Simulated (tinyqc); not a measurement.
# Transfer length from front and end resistance

Question. A contact of length d and width W has Rc = (Rsh Lt/W) coth(d/Lt) and Re = (Rsh Lt/W)/sinh(d/Lt), with Rsh the sheet resistance under the metal and Lt = sqrt(rc/Rsh). Find Lt, Rsh and rc.

Parameters, values chosen for the exercise: contact length d = 0.1 um; contact width W = 6.4 um.

Rc = 44.453158 ohm
Re = 27.305943 ohm

Solution. Rc/Re = cosh(d/Lt) gives Lt, and Re then gives Rsh.

Lt = 0.09354 um
Rsh = 2400 ohm/sq
rc = 2.100e-7 ohm cm^2

Numbers from tinyqc (`OMP_NUM_THREADS=1 python tinyqc.py 2760020 2760021 out.jsonl`; about 0.01 s on one thread of a shared Intel Xeon 2.30GHz).
